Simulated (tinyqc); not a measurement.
Extended Hueckel theory, for H4, step by step. Computed by tinyqc, a small Python program that keeps every step (integrals from PySCF). Settings: charge = 0, K = 1.5, multiplicity = 1. Command: `OMP_NUM_THREADS=1 python tinyqc.py 27336 27337 out.jsonl` (the two numbers bound the seeds that draw the settings). One thread of a shared host (Intel(R) Xeon(R) Processor @ 2.60GHz), about 0.01 s of CPU time with the checks.

## Overlaps

Geometry (angstrom):
```
atom        x        y        z
H     0.00000  0.00000  0.00000
H     0.00000  0.00000  0.82200
H     0.00000  1.02600  0.00000
H     0.00000  1.02600  0.82200
```

Parameters chosen for this run:
```
element  shell  Slater exponent  H_ii (eV)
H           1s          1.30000  -13.60000
```

Slater orbitals, each expanded in six Gaussians scaled to its exponent.

overlap S:
```
         1H 1s    2H 1s    3H 1s    4H 1s
1H 1s  1.00000  0.58122  0.45341  0.30495
2H 1s  0.58122  1.00000  0.30495  0.45341
3H 1s  0.45341  0.30495  1.00000  0.58122
4H 1s  0.30495  0.45341  0.58122  1.00000
```

## Wolfsberg-Helmholz matrix

diagonal H_ii (eV): 1H 1s -13.60000, 2H 1s -13.60000, 3H 1s -13.60000, 4H 1s -13.60000

K = 1.50000

H_ij = K' S_ij (H_ii + H_jj)/2 for i != j (the diagonal keeps H_ii), with K' = 1.5.

H (eV):
```
           1H 1s      2H 1s      3H 1s      4H 1s
1H 1s  -13.60000  -11.85694   -9.24958   -6.22100
2H 1s  -11.85694  -13.60000   -6.22100   -9.24958
3H 1s   -9.24958   -6.22100  -13.60000  -11.85694
4H 1s   -6.22100   -9.24958  -11.85694  -13.60000
```

## Orbitals

valence electrons = 4

Solve H C = S C e through S^(-1/2); fill by pairs from the bottom, a degenerate level sharing its electrons equally; each orbital has its largest coefficient positive (the first on a tie).

orbital energies (eV): -17.49350  -12.13615  -8.41207  4.75563

occupations: 2.00000  2.00000  0.00000  0.00000

coefficients:
```
           MO1       MO2       MO3       MO4
1H 1s  0.32689   0.55120   0.66388   0.96169
2H 1s  0.32689   0.55120  -0.66388  -0.96169
3H 1s  0.32689  -0.55120   0.66388  -0.96169
4H 1s  0.32689  -0.55120  -0.66388   0.96169
```

sum of one-electron energies = -59.25930 eV

## Mulliken analysis

P = C n C^T; charge = valence electrons (H 1) minus the sum of (P S)_ii on the atom; overlap population = 2 sum P_ij S_ij between two atoms.

charges: 1H 0.00000, 2H 0.00000, 3H 0.00000, 4H 0.00000

Overlap populations:
```
pair      value
2-1    0.954773
3-1   -0.357218
3-2   -0.240254
4-1   -0.240254
4-2   -0.357218
4-3    0.954773
```
